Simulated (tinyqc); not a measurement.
Inside a calculation. Method: plane-wave Kohn-Sham cycle with exchange-only LDA in a layered model solid. Computed by tinyqc, a small Python program that keeps every step. Settings: points = 16, plane-wave index or count = 3, electrons = 4, k points = 3, area = 29.0, mixing = 0.8, iteration cap = 69, Kerker q0 = 0.6. Command: `OMP_NUM_THREADS=1 python tinyqc.py 27623 27624 out.jsonl` (the two numbers bound the seeds that draw the settings). One thread of a shared host (Intel(R) Xeon(R) Processor @ 2.60GHz), about 0.01 s of CPU time with the checks. Later iterations appear only in the table of the cycle.

## Iteration 1: potential

A solid whose potential varies along x alone (atomic units):

| parameter | value |
|---|---|
| period a | 4.500000 |
| cross-section of the cell | 29.000000 |
| electrons per cell | 4 |
| grid points | 16 |
| plane waves -n..n, n | 3 |
| k points | 3 |
| V1 in V1 cos(2 pi x/a) | -0.370000 |

density at the start, on the grid x_j = j a/N (e/bohr^3): 0.03065134  0.03065134  0.03065134  0.03065134  0.03065134  0.03065134  0.03065134  0.03065134  0.03065134  0.03065134  0.03065134  0.03065134  0.03065134  0.03065134  0.03065134  0.03065134

V_H(G) = 4 pi rho(G)/G^2 for G != 0 (uniform background); v_x = -(3 rho/pi)^(1/3); V = V_ext + V_H + v_x; Fourier components f(G_m) = (1/N) sum_j f(x_j) exp(-i G_m x_j).

Potentials on the grid (hartree):

| x | V_ext | V_H | v_x | V |
|---|---|---|---|---|
| 0.000000 | -0.370000 | 0.000000 | -0.308182 | -0.678182 |
| 0.281250 | -0.341835 | 0.000000 | -0.308182 | -0.650017 |
| 0.562500 | -0.261630 | 0.000000 | -0.308182 | -0.569811 |
| 0.843750 | -0.141593 | 0.000000 | -0.308182 | -0.449775 |
| 1.125000 | 0 | 0.000000 | -0.308182 | -0.308182 |
| 1.406250 | 0.141593 | 0.000000 | -0.308182 | -0.166589 |
| 1.687500 | 0.261630 | 0.000000 | -0.308182 | -0.046552 |
| 1.968750 | 0.341835 | 0.000000 | -0.308182 | 0.033654 |
| 2.250000 | 0.370000 | 0.000000 | -0.308182 | 0.061818 |
| 2.531250 | 0.341835 | 0.000000 | -0.308182 | 0.033654 |
| 2.812500 | 0.261630 | 0.000000 | -0.308182 | -0.046552 |
| 3.093750 | 0.141593 | 0.000000 | -0.308182 | -0.166589 |
| 3.375000 | 0 | 0.000000 | -0.308182 | -0.308182 |
| 3.656250 | -0.141593 | 0.000000 | -0.308182 | -0.449775 |
| 3.937500 | -0.261630 | 0.000000 | -0.308182 | -0.569811 |
| 4.218750 | -0.341835 | 0.000000 | -0.308182 | -0.650017 |

V(G_m), m = 0, 1, 2, ... (hartree): -0.308182  -0.185000  0.000000  0.000000  0.000000  0.000000  0.000000

## Iteration 1: Hamiltonian at one k

k = 0.000000 2 pi / a

H(m,m') = (k + G_m)^2/2 delta + V(G_m - G_m'), with V(-G) = V(G).

H (hartree):
```
           -3         -2         -1         +0         +1         +2         +3
-3   8.464800  -0.185000   0.000000   0.000000   0.000000   0.000000   0.000000
-2  -0.185000   3.590921  -0.185000   0.000000   0.000000   0.000000   0.000000
-1   0.000000  -0.185000   0.666594  -0.185000   0.000000   0.000000   0.000000
+0   0.000000   0.000000  -0.185000  -0.308182  -0.185000   0.000000   0.000000
+1   0.000000   0.000000   0.000000  -0.185000   0.666594  -0.185000   0.000000
+2   0.000000   0.000000   0.000000   0.000000  -0.185000   3.590921  -0.185000
+3   0.000000   0.000000   0.000000   0.000000   0.000000  -0.185000   8.464800
```

## Iteration 1: levels at that k

Diagonalise the Hermitian matrix.

eigenvalues (hartree): -0.374481  0.654920  0.721149  3.595577  3.595647  8.471818  8.471818

## Iteration 1: new density

Motion across x is left out: the lowest 2 band(s) hold two electrons at each of the k points (j + 1/2)/nk - 1/2. Residual R = rho(out) - rho(in); rho(new) = rho(in) + 0.8 R, with R(G) scaled by G^2/(G^2 + 0.6^2) (Kerker). rho(out) = 2/(a A nk) sum |psi|^2 with psi = sum c exp(i G x). Harris energy E = band energy - dV sum rho (V_H/2 + v_x) + (3/4) dV sum rho v_x with rho(in), dV = a A/N, band energy = (2/nk) sum of the filled levels.

rho(out) (e/bohr^3): 0.03317681  0.03444488  0.03691440  0.03784861  0.03551866  0.03039042  0.02446318  0.01992145  0.01824145  0.01992145  0.02446318  0.03039042  0.03551866  0.03784861  0.03691440  0.03444488

density after iteration 1 (e/bohr^3): 0.03184138  0.03287538  0.03493645  0.03588856  0.03437239  0.03071834  0.02642546  0.02312308  0.02190073  0.02312308  0.02642546  0.03071834  0.03437239  0.03588856  0.03493645  0.03287538

energy per cell = 0.34700825 hartree

## Iteration 2: potential

As before.

Potentials on the grid (hartree):

| x | V_ext | V_H | v_x | V |
|---|---|---|---|---|
| 0.000000 | -0.370000 | 0.028984 | -0.312120 | -0.653136 |
| 0.281250 | -0.341835 | 0.028302 | -0.315462 | -0.628996 |
| 0.562500 | -0.261630 | 0.025319 | -0.321922 | -0.558232 |
| 0.843750 | -0.141593 | 0.018172 | -0.324820 | -0.448240 |
| 1.125000 | 0 | 0.006032 | -0.320180 | -0.314148 |
| 1.406250 | 0.141593 | -0.009625 | -0.308406 | -0.176438 |
| 1.687500 | 0.261630 | -0.025295 | -0.293313 | -0.056979 |
| 1.968750 | 0.341835 | -0.036849 | -0.280547 | 0.024439 |
| 2.250000 | 0.370000 | -0.041096 | -0.275514 | 0.053390 |
| 2.531250 | 0.341835 | -0.036849 | -0.280547 | 0.024439 |
| 2.812500 | 0.261630 | -0.025295 | -0.293313 | -0.056979 |
| 3.093750 | 0.141593 | -0.009625 | -0.308406 | -0.176438 |
| 3.375000 | 0 | 0.006032 | -0.320180 | -0.314148 |
| 3.656250 | -0.141593 | 0.018172 | -0.324820 | -0.448240 |
| 3.937500 | -0.261630 | 0.025319 | -0.321922 | -0.558232 |
| 4.218750 | -0.341835 | 0.028302 | -0.315462 | -0.628996 |

V(G_m), m = 0, 1, 2, ... (hartree): -0.307308  -0.176927  0.003563  0.000279  0.000149  0.000015  0.000006

## Iteration 2: Hamiltonian at one k

k = 0.000000 2 pi / a

As before.

H (hartree):
```
           -3         -2         -1         +0         +1         +2         +3
-3   8.465673  -0.176927   0.003563   0.000279   0.000149   0.000015   0.000006
-2  -0.176927   3.591795  -0.176927   0.003563   0.000279   0.000149   0.000015
-1   0.003563  -0.176927   0.667467  -0.176927   0.003563   0.000279   0.000149
+0   0.000279   0.003563  -0.176927  -0.307308  -0.176927   0.003563   0.000279
+1   0.000149   0.000279   0.003563  -0.176927   0.667467  -0.176927   0.003563
+2   0.000015   0.000149   0.000279   0.003563  -0.176927   3.591795  -0.176927
+3   0.000006   0.000015   0.000149   0.000279   0.003563  -0.176927   8.465673
```

## Iteration 2: levels at that k

As before.

eigenvalues (hartree): -0.367925  0.653211  0.720892  3.595912  3.596272  8.472095  8.472106

## Iteration 2: new density

As before.

rho(out) (e/bohr^3): 0.03271852  0.03403914  0.03666237  0.03781161  0.03566988  0.03063173  0.02470168  0.02012288  0.01842435  0.02012288  0.02470168  0.03063173  0.03566988  0.03781161  0.03666237  0.03403914

density after iteration 2 (e/bohr^3): 0.03230325  0.03357371  0.03611217  0.03728249  0.03536455  0.03072873  0.02525144  0.02102043  0.01945118  0.02102043  0.02525144  0.03072873  0.03536455  0.03728249  0.03611217  0.03357371

energy per cell = 0.35113313 hartree

## Convergence

Stop when sqrt(dV sum R^2) is below 1e-8, dV = a A/N.

Course of the cycle:

| iteration | E (hartree) | norm of the residual |
|---|---|---|
| 1 | 0.34700825 | 7.69e-02 |
| 2 | 0.35113313 | 2.14e-02 |
| 3 | 0.35142354 | 6.04e-03 |
| 4 | 0.35144667 | 1.72e-03 |
| 5 | 0.35144861 | 4.88e-04 |
| 6 | 0.35144877 | 1.39e-04 |
| 7 | 0.35144879 | 3.98e-05 |
| 8 | 0.35144879 | 1.14e-05 |
| 9 | 0.35144879 | 3.25e-06 |
| 10 | 0.35144879 | 9.29e-07 |
| 11 | 0.35144879 | 2.66e-07 |
| 12 | 0.35144879 | 7.61e-08 |
| 13 | 0.35144879 | 2.18e-08 |
| 14 | 0.35144879 | 6.24e-09 |

Converged in 14 iterations. Before convergence this energy mixes input and output and is not variational, so it may rise towards its limit.
